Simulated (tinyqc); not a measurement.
One-electron ion in a basis of Gaussians, step by step. One step of it, computed by the program tinyqc.

Question. Generalised eigenproblem. Solve H C = S C e through S^(-1/2); each column has its largest component positive (the first on a tie).

H = T + V (hartree):
```
           1          2
1  -2.991997  -2.580000
2  -2.580000  -4.066825
```

S:
```
          1         2
1  1.000000  0.510579
2  0.510579  1.000000
```

Give: eigenvalues of S; eigenvalues; coefficients.

Answer.

eigenvalues of S: 0.4894  1.5106

eigenvalues (hartree): -4.2160  -1.7682

coefficients:
```
        1        2
1  0.2872   1.1270
2  0.8224  -0.8223
```

For Z = 6 and l = 1 the exact lowest level is -Z^2/(2 n^2) with n = l + 1: -4.500000 hartree.
